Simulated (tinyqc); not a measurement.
Shallow donor in effective-mass theory, with valley-orbit splitting: one step. The valley-orbit matrix.

Basis: the 1s envelopes of the valleys +x, -x, +y, -y, +z, -z. Diagonal E0 - D0, element -D2 between opposite valleys and -D1 between perpendicular ones. Strain along [001] adds 2 Ds/3 to the z valleys and -Ds/3 to the others.

Values chosen for the exercise (near those of a group-V donor in Si; shifted at random, so the results belong to these values and not to a real crystal): E0 = -28.9 meV (single-valley level); D0 = 2.31 meV (central-cell shift); D1 = 1.98 meV (coupling of perpendicular valleys); D2 = 0.94 meV (coupling of opposite valleys); Ds = 30.6 meV (strain splitting: z valleys less the others).

Problem. Fill it in with the strain.

Give: H.

Solution.

H (meV), rows +x, -x, +y, -y, +z, -z and columns alike:
```
[[-41.410, -0.940, -1.980, -1.980, -1.980, -1.980],
 [-0.940, -41.410, -1.980, -1.980, -1.980, -1.980],
 [-1.980, -1.980, -41.410, -0.940, -1.980, -1.980],
 [-1.980, -1.980, -0.940, -41.410, -1.980, -1.980],
 [-1.980, -1.980, -1.980, -1.980, -10.810, -0.940],
 [-1.980, -1.980, -1.980, -1.980, -0.940, -10.810]]
```

Run: tinyqc, `OMP_NUM_THREADS=1 python tinyqc.py 1282530 1282531 out.jsonl`; Intel(R) Xeon(R) Processor @ 2.30GHz, one thread, shared host; about 0.01 s of CPU time with all checks.
